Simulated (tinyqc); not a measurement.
The same layer on three faces: model-solid line-up of a strained alloy layer on a substrate.

All values of the alloy are linear in x but the gap, Eg(x) = (1 - x) Eg_A + x Eg_B - C x (1 - x), and the valence edge, Ev(x) = (1 - x) Ev_A + x Ev_B + fv C x (1 - x); Ec = Ev + Eg. Ev is the top of the unstrained valence band on a scale common to all materials. In the layer only the Gamma valley of the conduction band is followed, also where an X or L valley would lie lower.

Coherent growth: e_par = (a_s - a)/a. (001): e_perp = -2 (C12/C11) e_par; exx = eyy = e_par, ezz = e_perp, no shear. (111): e_perp = -(2 C11 + 4 C12 - 4 C44)/(C11 + 2 C12 + 4 C44) e_par; exx = eyy = ezz = (2 e_par + e_perp)/3 and exy = eyz = ezx = (e_perp - e_par)/3. (110): e_perp = -(C11 + 3 C12 - 2 C44)/(C11 + C12 + 2 C44) e_par; exx = eyy = (e_par + e_perp)/2, ezz = e_par, exy = (e_perp - e_par)/2, eyz = ezx = 0.

Strained edges: Ec + ac tr(e); the valence edges are Ev plus the levels of the 6 x 6 matrix of X, Y, Z times spin with -Dso/3 + l exx + m (eyy + ezz) on the diagonal (cyclic), n exy off it, l = av + 2 b, m = av - b, n = sqrt(3) d. Spin-orbit term (Dso/3) L.sigma on X, Y, Z with (L_k)_ij = -i epsilon_kij: <X+|H|Y+> = -i Dso/3, <X+|H|Z-> = Dso/3, <Y+|H|Z-> = -i Dso/3, <Z+|H|X-> = -Dso/3, <Z+|H|Y-> = i Dso/3, <X-|H|Y-> = i Dso/3, and their conjugates; + and - are the spin along z.

Parameters, chosen for this exercise (A near GaAs, B near GaP, substrate near GaAs; not measured data): a = (5.661, 5.445) angstrom (lattice constant of A, B); Eg = (1.506, 2.914) eV (gap at Gamma to the s-like level of A, B); Dso = (0.338, 0.079) eV (spin-orbit splitting of A, B); Ev = (-0.8, -1.27) eV (top of the unstrained valence band of A, B); ac = (-7.26, -8.11) eV (conduction deformation potential of A, B); av = (1.18, 1.7) eV (valence hydrostatic potential of A, B); b = (-2.01, -1.62) eV (tetragonal shear potential of A, B); d = (-4.77, -4.63) eV (trigonal shear potential of A, B); C11 = (121.8, 140.9) GPa (of A, B); C12 = (57, 61.9) GPa (of A, B); C44 = (59.8, 70) GPa (of A, B); C = 0.193 eV (bowing of the gap); fv = 0 (share of the bowing taken by the valence edge); a_s = 5.661 angstrom (substrate); x = 0.23 (fraction of B).

Composition and substrate are kept.

Results:

| face | e_perp (%) | tr(e) (%) | shift of Ec (meV) | shift of Ev (meV) | valence splitting (meV) | gap (eV) |
|---|---|---|---|---|---|---|
| (001) | -0.816 | 0.955 | -71.2 | 51.8 | 72.0 | 1.6727 |
| (111) | -0.426 | 1.345 | -100.2 | 61.3 | 79.7 | 1.6341 |
| (110) | -0.506 | 1.265 | -94.3 | 59.6 | 78.3 | 1.6418 |

The layer yields most along the normal on (001) and least on (111), so the volume change, and with it the shift of Ec, is largest on (111). The valence splitting, set by b on (001), by d on (111) and by both on (110), is largest on (111). The gaps span 39 meV, from (111) to (001).

Computed by tinyqc, a small Python program: `OMP_NUM_THREADS=1 python tinyqc.py 1051580 1051581 out.jsonl` (the numbers bound the seed that draws the inputs); one thread of a shared host (Intel(R) Xeon(R) Processor @ 2.30GHz), about 0.02 s for the whole set of steps.
